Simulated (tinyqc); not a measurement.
Leakage currents through a thin dielectric: one step, computed by the program tinyqc.

Electrons leave an electrode with Fermi energy E_F above its band bottom; barriers are counted from the Fermi level, and both electrodes are alike.

Task: Thermal currents. Schottky emission J = A T^2 exp(-(phi_B - sqrt(e^3 F/(4 pi k_o eps_0)))/k_B T), A = 4 pi e m k_B^2/h^3 with the tunnelling mass; Poole-Frenkel J = sigma_0 F exp(-(phi_t - sqrt(e^3 F/(pi k_o eps_0)))/k_B T); both use the field F of the dielectric.

Inputs (values chosen for the exercise, modelled on HfO2):
```
quantity                          value  unit
barrier height phi_B               1.54    eV
tunnelling mass m                  0.17   m_0
optical permittivity k_o           4.02     -
trap depth phi_t                      1    eV
Poole-Frenkel prefactor sigma_0  0.0042  S/cm
temperature T                       300     K
```

Stack: single layer.

field F = 4.363636 MV/cm

Constants: e = 1.602176634e-19 C; eps_0 = 8.8541878128e-12 F/m; k_B = 8.617333262e-05 eV/K; m_0 = 9.1093837015e-31 kg; k_B = 1.380649e-23 J/K; h = 6.62607015e-34 J s.

Give: Schottky lowering; Poole-Frenkel lowering; Schottky current density; Poole-Frenkel current density.

Result:

Schottky lowering = 0.3954 eV

Poole-Frenkel lowering = 0.7907 eV

Schottky current density = 1.085e-13 A/cm^2

Poole-Frenkel current density = 5.587 A/cm^2

The Poole-Frenkel lowering is twice the Schottky one, because the charge of a trap is fixed while an image charge moves with the electron.
